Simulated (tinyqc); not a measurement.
# Changing the diameter d

Model: single-domain magnet: Stoner-Wohlfarth switching, Neel-Arrhenius retention, LLG dynamics and spin torque. Computed by tinyqc, a small Python program. Command: `OMP_NUM_THREADS=1 python tinyqc.py 3026524 3026525 out.jsonl macro sweep`. One thread of a shared host (Intel(R) Xeon(R) Processor @ 2.30GHz), about 0.01 s of CPU time with the checks.

The moment is uniform, with unit vector m; z is the easy axis. mu_0 = 1.25663706212e-6 T m/A, gamma = 1.76085963023e11 rad/(s T).

Inputs (values chosen for the exercise, for a model magnet):
```
quantity                      value    unit
saturation magnetisation M_s   1480    kA/m
thickness t                       2      nm
interface anisotropy K_i       4.17  mJ/m^2
bulk anisotropy K_u             8.5  kJ/m^3
exchange stiffness A             28    pJ/m
temperature T                   300       K
attempt frequency f0              1     GHz
waiting time t_w              1e-08       s
damping alpha                 0.009       -
spin-torque efficiency eta     0.41       -
drive I/I_c0                    3.1       -
```

Shape: thin disc, easy axis normal to it.

Constants: k_B = 1.380649e-23 J/K; e = 1.602176634e-19 C; hbar = 1.054571817e-34 J s.

Method:
- The disc is treated as an oblate spheroid with p = t/d: N_z = [1 - p arccos(p)/sqrt(1 - p^2)]/(1 - p^2); V = pi d^2 t/4; K_eff = K_u + K_i/t + K_shape, K_shape = -(mu_0 M_s^2/4)(3 N_z - 1); mu_0 H_K = 2 K_eff/M_s.
- Delta = K_eff V/(k_B T); tau = exp(Delta)/f0; probability of a flip within t_w: P = 1 - exp(-t_w/tau). Wall width parameter sqrt(A/K_eff); a two-domain state costs 4 sqrt(A K_eff) times the cross-section that the wall cuts (d t).
- For axial symmetry and a polariser along z: I_c0 = (4 e alpha/(hbar eta)) K_eff V; relaxation time tau_D = (1 + alpha^2)/(alpha gamma mu_0 H_K); thermal start angle theta_0 = 1/sqrt(2 Delta); switching time about tau_D ln(pi/(2 theta_0))/(I/I_c0 - 1); precession frequency gamma mu_0 H_K/(2 pi (1 + alpha^2)).

One run for each value; columns: (1) diameter d (nm); (2) stability factor Delta; (3) barrier of the wall path / k_B T; (4) K_eff (kJ/m^3); (5) critical current I_c0 (microampere); (6) log10 of tau in s:
```
(1)    (2)    (3)   (4)    (5)    (6)
16   103.5  168.9  1066   57.2   36.0
20   152.4  204.9  1005   84.2   57.2
25   225.8  249.4   953  124.7   89.1
30   312.8  293.5   916  172.8  126.8
37   457.5  355.0   881  252.8  189.7
```

What does the table show, and why?

Over the rows, stability factor Delta rises from 104 to 457 (exponent d ln y / d ln x about 1.8 throughout); barrier of the wall path / k_B T rises from 169 to 355 (exponent d ln y / d ln x about 0.89 throughout); K_eff (kJ/m^3) falls from 1070 to 881 (exponent d ln y / d ln x -0.27 between the first rows and -0.19 between the last). The wall path becomes the cheaper one between d = 25.0 and 30.0 nm; beyond that the true barrier follows the lower of the two. K_eff falls with d because N_z nears 1 as the disc gets flatter. Left out: 45.0, 55.0, 67.0, 82.0 (the barrier is out of range).

Caution (all rows): a flat cylinder has a smaller N_z than the spheroid of the same t/d, so K_eff of a real disc is larger. Caution (rows 30.0, 37.0): a domain wall can cross the element at lower cost, so the single-domain barrier is an upper bound.

Extremes, crossings and ranges named in words are read from the listed rows.
